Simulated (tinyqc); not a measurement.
On-chip power grid, static voltage drop by conjugate gradients: one step of the calculation.

A grid of 3 rows and 4 columns, node k = 4 row + column. Neighbours in a row are joined by Rx, in a column by Ry; pad nodes, which reach the supply through Rp: 0. Each node draws I0, node 5 draws kh I0. The drops u = Vdd - V solve G u = i, with G the conductance matrix (1/Rp added on the diagonal at pad nodes).

Question. Worst drop, pad currents and power lost. Pad current u/Rp; worst drop as a share of Vdd; power lost in the grid and pads sum_k i_k u_k; power delivered sum_k i_k (Vdd - u_k).

Parameters, values chosen for the exercise:
- Vdd = 0.65 V (supply voltage)
- Rp = 0.038 ohm (resistance from a pad node to the supply)
- I0 = 7.8 mA (load current of an ordinary node)
- kh = 3 (factor on the load at the hot node)

converged u (mV):
```
           col 0      col 1      col 2      col 3
row 0   4.149600  34.072641  51.257458  59.140371
row 1  67.596467  74.258611  76.604768  78.360224
row 2  87.454986  88.621800  89.682827  90.340457
```

Find: worst drop; share of Vdd; pad currents; power lost; power delivered.

Answer.

worst drop = 90.340 mV
share of Vdd = 13.899 %
pad currents (mA): node 0 109.20
power lost = 7.4104 mW
power delivered = 63.570 mW

The pad currents add up to the total load, 109.2 mA. The worst drop is at node 11, not at the hot node.

Program tinyqc, `OMP_NUM_THREADS=1 python tinyqc.py 2770139 2770140 out.jsonl`; Intel Xeon 2.30GHz, shared host, one thread, about 0.1 s.
